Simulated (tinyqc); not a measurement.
# Gap voltage and exponent from three temperatures

Problem. At constant current VBE(T) = Vg0 - a T - eta (kB T/q) ln T, where a is a constant. Find Vg0, eta and dVBE/dT at the middle temperature.

Constants: q = 1.602176634e-19 C, kB = 1.380649e-23 J/K. Results are converted to the units shown.

T (K): [253, 273, 360]
VBE at a constant current (V): [0.8980966498, 0.8697635587, 0.7415959422]

Solution. The relation is linear in Vg0, a and eta, so three points give a linear system; the slope is (VBE - Vg0 - eta kB T/q)/T. eta rests on the curvature of VBE(T) alone, so real fits need accuracy of some tens of microvolts or better.

Vg0 = 1.18 V
eta = 3.60
dVBE/dT = -1.43 mV/K

tinyqc, about 0.02 s, one thread, Intel Xeon 2.30GHz (shared host): `OMP_NUM_THREADS=1 python tinyqc.py 2062121 2062122 out.jsonl`
